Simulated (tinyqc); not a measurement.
## Capacitances against the distance to each plane

Endless row of lines of width wl, height tl and space sl between grounded planes at distance hd; e2 fills the gaps beside the lines, e1 the rest. Laplace's equation is solved on meshes of 3, 6 and 12 steps per unit u and extrapolated (Aitken), which is good to about 0.2 %. C_even (all lines at 1 V) is the capacitance Cg to the planes; C_odd (neighbours in antiphase) = Cg + 4 Cc if only nearest neighbours couple, which defines Cc; total with quiet neighbours Cg + 2 Cc. Plate values 2 eps0 e1 wl/hd and eps0 e2 tl/sl.

Parameters, values chosen for the exercise:
```
symbol,value,unit,meaning
e1,4.2,,relative permittivity above and below the lines
e2,2.7,,relative permittivity between the lines
wl,6,u,"line width, in units u"
tl,8,u,line height
sl,8,u,space between lines
```

Constants: eps0 = 8.8541878128e-12 F/m. Results are converted to the units shown.

The same in every row: plate Cc (aF/um) = 23.9.

Result of one run:
```
Cg (aF/um)	Cc (aF/um)	Cg + 2 Cc (aF/um)	C_odd (aF/um)	plate Cg (aF/um)	share of coupling, 2 Cc/(Cg + 2 Cc) (%)
262	16.1	294	326	149	11.0
```

Which distance to each plane hd gave this result: 2, 3, 4 or 5 u?

hd = 3 u.

The whole series:
```
hd (u)	Cg (aF/um)	Cc (aF/um)	Cg + 2 Cc (aF/um)	C_odd (aF/um)	plate Cg (aF/um)	share of coupling, 2 Cc/(Cg + 2 Cc) (%)
2	360	12.1	384	408	223	6.30
3	262	16.1	294	326	149	11.0
4	208	20.0	248	288	112	16.1
5	173	23.6	220	267	89.3	21.4
6	148	26.8	202	255	74.4	26.6
8	115	32.1	179	244	55.8	35.8
10	94.3	36.2	167	239	44.6	43.4
```

As hd goes from 2 to 10, Cg falls from 360 to 94.3 aF/um, Cc rises from 12.1 to 36.2 aF/um and the share of coupling rises from 6.30 to 43.4 %. Cg is 1.61 times its plate value in the first row and 2.11 times in the last; for Cc the ratios are 0.506 and 1.51. Neighbours in antiphase raise the load by a factor of 1.06 and 1.43 over quiet ones.

tinyqc, about 1 s, one thread, Intel Xeon 2.30GHz (shared host): `OMP_NUM_THREADS=1 python tinyqc.py 2790228 2790229 out.jsonl`
